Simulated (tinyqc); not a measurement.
# Arrhenius plot from several rate windows

Emission rate en = sn vth(T) Nc(T) exp(-Et/kB T) = sn g T^2 exp(-Et/kB T), g = vth Nc/(300 K)^2, as vth goes as T^0.5 and Nc as T^1.5 (degeneracy factor 1). Each window ew gives the temperature where en = ew.

Values chosen for this exercise; material values close to those of gallium arsenide:
- Nc = 4.38e17 cm^-3 (conduction-band density of states at 300 K)
- vth = 4.5e7 cm/s (thermal velocity at 300 K)
- Et = 0.25 eV (depth of the trap below the conduction edge)
- sn = 2.3e-15 cm^2 (capture cross-section)

Constants: q = 1.602176634e-19 C, kB = 1.380649e-23 J/K. Results are converted to the units shown.

Arrhenius plot from several rate windows:
```
ew (1/s),T peak (K),q/kB T (1/eV),ln(ew/T^2),ln ew
1.7,129.9,89.33,-9.203,0.5306
5.1,136.0,85.31,-8.197,1.629
15,142.6,81.37,-7.212,2.708
47,150.3,77.22,-6.175,3.850
140,158.4,73.27,-5.188,4.942
430,167.6,69.24,-4.179,6.064
1300,177.8,65.28,-3.191,7.170
3900,189.1,61.38,-2.215,8.269
```

The peak rises from 130 to 189 K. ln(ew/T^2) against q/kB T is a straight line of slope -0.2500 eV, the trap depth. Its intercept gives sn = 2.30e-15 cm^2. Leaving out the T^2 gives 0.2769 eV, too high by about 2 kB T.

tinyqc, about 0.01 s, one thread, Intel Xeon 2.30GHz (shared host): `OMP_NUM_THREADS=1 python tinyqc.py 2050118 2050119 out.jsonl`
